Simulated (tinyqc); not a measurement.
# Strained Delta valleys, repopulation and conductivity mass, step by step

tinyqc, about 0.01 s, one thread, Intel Xeon 2.30GHz (shared host): `OMP_NUM_THREADS=1 python tinyqc.py 2530041 2530042 out.jsonl` Printed values are rounded.

A cubic crystal with three pairs of conduction valleys along x, y and z under uniaxial stress X along [100] (X > 0 is tension); current along [010]. Non-degenerate electrons, fixed total density, one relaxation time for all valleys and stresses, masses unchanged by strain, so the mobility goes as the mean inverse mass.

Values chosen for this exercise; values close to those of silicon: temperature T = 300 K; compliance s11 = 7.91 1/TPa; compliance s12 = -2.18 1/TPa; compliance s44 = 12.7 1/TPa; shear deformation potential Xu = 8.72 eV; longitudinal mass ml = 0.887 m0; transverse mass mt = 0.197 m0; uniaxial stress (tension positive) X = 820 MPa.

Constants: q = 1.602176634e-19 C, kB = 1.380649e-23 J/K, Vt = kB T/q. Results are converted to the units shown.

## Strain tensor

Stress s_ij = X a_i a_j with a the unit vector along [100]; strain e_ii = s11 s_ii + s12 (s_jj + s_kk), e_ij = s44 s_ij/2.

strain (%):
```
          x          y          z
x  0.648620   0.000000   0.000000
y  0.000000  -0.178760   0.000000
z  0.000000   0.000000  -0.178760
```

## Valley shifts and shares

Valley shift dE = Xu (n.e.n - trace(e)/3) with n the valley axis; share f proportional to exp(-dE/Vt).

```
valley  dE (meV)   share f
x        48.0984  0.029773
y       -24.0492  0.485114
z       -24.0492  0.485114
```

The splitting is 72.1 meV, 2.8 Vt.

## Conductivity mass and mobility

Inverse mass along the current d = [010]: (n.d)^2/ml + (1 - (n.d)^2)/mt; mu/mu0 = sum f (1/m) over the plain mean of 1/m.

1/m along d, valley x to z (1/m0): 5.07614  1.12740  5.07614
conductivity mass = 0.316400 m0
unstrained value = 0.265965 m0
mu/mu0 = 0.840596

The possible range, all electrons in one kind of valley, is 0.300 to 1.35.
